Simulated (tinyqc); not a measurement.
Free and nearly free electrons in a metal: one step. The Fermi sphere. Two cases, with inputs chosen for the exercise.

Problem. Evaluate the free-electron quantities.

The cubic cell holds 4 atoms: n = 4 z/a^3, kF = (3 pi^2 n)^(1/3), EF = c kF^2/m, vF = 2 c kF/(m hbar), c = hbar^2/2m0; rs = (3/(4 pi n))^(1/3)/a0; D(EF) = 3 n/(2 EF).

Constants: hbar^2/2m0 = 3.80998211 eV angstrom^2; hbar = 6.58211957e-16 eV s; a0 (Bohr radius) = 0.5291772105 angstrom.

Case 1.

Values chosen (out of a larger set: near those of Cu, whose d bands this model ignores; not measured data): a = 3.641 angstrom (fcc lattice constant); z = 1 (free electrons an atom); m = 0.94 m0 (mass).

Case 2.

Values chosen (out of a larger set: near those of Al; not measured data): a = 4.041 angstrom (fcc lattice constant); z = 3 (free electrons an atom); m = 1.37 m0 (mass).

Give: n; kF; EF; vF; rs; D(EF) per atom.

Solution.

Case 1.

n = 0.08287 1/angstrom^3
kF = 1.3488 1/angstrom
EF = 7.374 eV
vF = 1.661e+06 m/s
rs = 2.689
D(EF) per atom = 0.2034 1/eV

Case 2.

n = 0.18185 1/angstrom^3
kF = 1.7527 1/angstrom
EF = 8.543 eV
vF = 1.481e+06 m/s
rs = 2.069
D(EF) per atom = 0.5267 1/eV

A mass this far above 1 is of the kind met in the specific heat (electron-phonon coupling); it understates EF and vF of the real bands.

Computed by tinyqc, one run a case: `OMP_NUM_THREADS=1 python tinyqc.py N N+1 out.jsonl` with N = 1680386, 1680928; one thread of a shared Intel(R) Xeon(R) Processor @ 2.30GHz, about 0.01 s a run at most.
